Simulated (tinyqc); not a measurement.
# Inputs raised by 5 %, one at a time

Model: single-oscillator infrared dielectric function of a polar cubic crystal. Computed by tinyqc, a small Python program. Command: `OMP_NUM_THREADS=1 python tinyqc.py 3010391 3010392 out.jsonl infrared sens`. One thread of a shared host (Intel(R) Xeon(R) Processor @ 2.30GHz), about 0.01 s of CPU time with the checks.

One ion pair, charges +Z* and -Z*, in a cell of volume Omega = a^3/4. Frequencies omega are given as wavenumbers (1/cm); eps_s is the static dielectric constant.

Inputs (values chosen for the exercise, modelled on sodium chloride):
```
quantity                         value      unit
lattice constant a                5.64  angstrom
mass M_A                         22.99         u
mass M_B                         35.45         u
omega_TO                           162      1/cm
Born charge Z*                    1.09         e
eps_inf                           2.36         -
phonon damping gamma               6.1      1/cm
probe frequency / omega_TO        1.24         -
eps_m of the surrounding medium      1         -
```

Structure: rock salt. Free carriers: absent.

Constants: nu for 1 eV/(angstrom^2 u) = 15.6333042 THz; 1 THz = 33.35640952 1/cm; e^2/(4 pi eps_0) = 14.39964548 eV angstrom.

Method:
- mu = M_A M_B/(M_A + M_B); ionic plasma term W^2 = 4 pi Z*^2 (e^2/(4 pi eps_0))/(Omega mu) in eV/(angstrom^2 u), turned into 1/cm by W = 15.6333042 x 33.35640952 x sqrt(W^2); omega_LO^2 = omega_TO^2 + W^2/eps_inf; eps_s = eps_inf + W^2/omega_TO^2; Szigeti charge 3 Z*/(eps_inf + 2); longitudinal (Callen) charge Z*/eps_inf.
- eps(omega) = eps_inf + W^2/(omega_TO^2 - omega^2 - i gamma omega); n + i k = sqrt(eps) with k >= 0; R = |(n + i k - 1)/(n + i k + 1)|^2 at normal incidence from vacuum.
- omega is the probe ratio times omega_TO. Intensity decays over 1/(4 pi omega k); the loss function is Im(-1/eps).
- Without damping, eps(omega) = -x eps_m gives omega^2 = omega_TO^2 (eps_s + x eps_m)/(eps_inf + x eps_m): x = 1 for a flat surface at large wave vector, x = 2 for the dipole mode of a small sphere. The reflectivity R for light from vacuum (not from the medium eps_m) vanishes where eps = 1, omega^2 = omega_TO^2 (eps_s - 1)/(eps_inf - 1).

Runs:
```
input moved                       from       to  omega_LO (1/cm)  eps_s  surface mode (1/cm)  reflectivity R
base run                             -        -            256.6  5.921                232.5          0.8997
lattice constant a (angstrom)     5.64    5.922            245.9  5.436                224.2          0.8833
mass M_A (u)                     22.99  24.1395            254.4  5.819                230.8          0.8967
mass M_B (u)                     35.45  37.2225            255.2  5.855                231.4          0.8978
omega_TO (1/cm)                    162    170.1            261.8  5.590                238.2          0.8942
eps_inf                           2.36    2.478            252.9  6.039                230.5          0.8961
phonon damping gamma (1/cm)        6.1    6.405            256.6  5.921                232.5          0.8949
eps_m of the surrounding medium      1     1.05            256.6  5.921                231.6          0.8997
```

Exponents ln(y'/y) / ln(x'/x):
```
input                            omega_LO   eps_s  surface mode  reflectivity R
lattice constant a                 -0.876  -1.751        -0.744          -0.377
mass M_A                           -0.180  -0.359        -0.153          -0.067
mass M_B                           -0.116  -0.232        -0.099          -0.043
omega_TO                            0.410  -1.179         0.498          -0.125
eps_inf                            -0.298   0.404        -0.180          -0.081
phonon damping gamma                0.000   0.000         0.000          -0.108
eps_m of the surrounding medium     0.000   0.000        -0.078           0.000
```

Which inputs matter most for each result?

Among the inputs moved here: omega_LO answers most in size to lattice constant a (exponent -0.876), next to omega_TO (+0.410); its exponent is below 0.0005 for phonon damping gamma, eps_m of the surrounding medium. eps_s answers most in size to lattice constant a (exponent -1.751), next to omega_TO (-1.179); its exponent is below 0.0005 for phonon damping gamma, eps_m of the surrounding medium. Surface mode answers most in size to lattice constant a (exponent -0.744), next to omega_TO (+0.498); its exponent is below 0.0005 for phonon damping gamma. Reflectivity R answers most in size to lattice constant a (exponent -0.377), next to omega_TO (-0.125); its exponent is below 0.0005 for eps_m of the surrounding medium.
